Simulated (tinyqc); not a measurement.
Inside a calculation. Method: tight binding, dimerised chain. One step of it, computed by the program tinyqc.

Question. Bloch Hamiltonian at k. H_AA = +delta, H_BB = -delta, H_AB = -t1 - t2 exp(-i k a).

Parameters chosen for this model:
```
parameter     value                      unit
t1         1.660000       eV, inside the cell
t2         1.420000         eV, between cells
delta             0  eV, +/- on the two sites
```

k point k (2 pi / a): 0.070000

Give: H(k) at k.

Answer.

H(k) at k (eV):
```
                 A                B
A           0.0000  -2.9449+0.6046i
B  -2.9449-0.6046i           0.0000
```
